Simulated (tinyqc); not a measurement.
Single-photon avalanche diode, trigger probability and counting: one step of the calculation.

A multiplication layer of width W with the uniform field V/W; alpha = an exp(-bn/E) for electrons, beta = ap exp(-bp/E) for holes (local model, no dead space). a = alpha W, b = beta W. Electrons enter at x = 0, holes at x = W. P0 is the probability that an electron entering at 0 starts a lasting avalanche, PW the same for a hole entering at W.

Task. Ionisation integrals at and above breakdown. Breakdown: ln(a/b) = a - b with a not equal to b. VB is given; V = VB + Vx.

Values chosen for this exercise; ionisation coefficients close to those of indium phosphide: electron prefactor an = 1.13e7 1/cm; electron field bn = 3.09 MV/cm; hole prefactor ap = 4.81e6 1/cm; hole field bp = 2.49 MV/cm; width of the multiplication layer W = 2 um; excess bias Vx = 8.3 V.

breakdown voltage VB = 76.255045 V

Find: E at VB; a at VB; b at VB; E at V; a; b.

Result.

E at VB = 0.3813 MV/cm
a at VB = 0.6830
b at VB = 1.403
E at V = 0.4228 MV/cm
a = 1.513
b = 2.663

At VB, ln(a/b) = -0.7196 equals a - b.

Numbers from tinyqc (`OMP_NUM_THREADS=1 python tinyqc.py 2630142 2630143 out.jsonl`; about 0.01 s on one thread of a shared Intel Xeon 2.30GHz).
